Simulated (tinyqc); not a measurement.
CIS and TDHF on RHF in the sto-3g basis, for H3-, spin multiplicity 1, step by step. The basis has no diffuse functions, so it cannot describe the extra electron: this is an exercise in the method, not the real anion. One step of it, computed by the program tinyqc.

Problem. CIS triplet states. Diagonalise A (1 hartree = 27.211386 eV); each vector has its largest component positive (the first on a tie).

CIS matrix A, triplet (hartree), order 1>3, 2>3:
$$\begin{pmatrix}
0.464389 & 0.004183 \\
0.004183 & 0.229020
\end{pmatrix}$$

Give: triplet excitation energies; lowest vectors.

Solution.

triplet excitation energies (eV): [6.2299, 12.6387]

lowest vectors, order 1>3, 2>3:
$$\begin{pmatrix}
-0.0178 & 0.9998 \\
0.9998 & 0.0178
\end{pmatrix}$$
